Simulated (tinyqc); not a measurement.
X-ray reflectivity of a thin film on silicon: critical angles, Parratt recursion, fringes and roughness: one step, computed by the program tinyqc. Command: `OMP_NUM_THREADS=1 python tinyqc.py 3120124 3120125 out.jsonl xrr walk`. One thread of a shared host (Intel(R) Xeon(R) Processor @ 2.30GHz), about 0.01 s of CPU time with the checks.

n = 1 - delta + i beta; the classical electron radius is r_e = 2.8179403e-6 nm. Layer 0 is vacuum, 1 the film, 2 the substrate.

Problem. Reflectivity at one angle. k_j = (2 pi/lambda) sqrt(sin^2 theta - 2 delta_j + 2 i beta_j); r_ij = (k_i - k_j)/(k_i + k_j) x exp(-2 k_i k_j sigma^2) (Nevot-Croce); r = (r_01 + r_12 p)/(1 + r_01 r_12 p), p = exp(2 i k_1 d); R = |r|^2.

Inputs (values chosen for the exercise, modelled on copper on silicon, copper K-alpha radiation):
```
quantity                              value     unit
wavelength lambda                   0.15406       nm
film thickness d                       22.6       nm
roughness of the surface sigma_1        1.2       nm
roughness of the interface sigma_2     0.28       nm
grazing angle theta                    1.13  degrees
```

Constants:
```
layer      rho_e (1/nm^3)         delta          beta  critical angle (degrees)  q_c (1/nm)
film             2310.274  2.459207e-05  5.902098e-07                 0.4018234   0.5720481
substrate         711.402  7.572626e-06  1.741704e-07                 0.2229774   0.3174375
```

Give: k_0, k_1, k_2; 1000 r_01; 1000 r_12; p; reflectivity R; q = 4 pi sin(theta)/lambda.

Solution.

k_0, k_1, k_2 (1/nm): 0.8043  0.7517+0.0013i  0.7885+0.0004i

1000 r_01 = 5.922-0.170i

1000 r_12 = -21.75+0.58i

p = -0.7887+0.5163i

reflectivity R = 6.591e-04

q = 4 pi sin(theta)/lambda = 1.609 1/nm
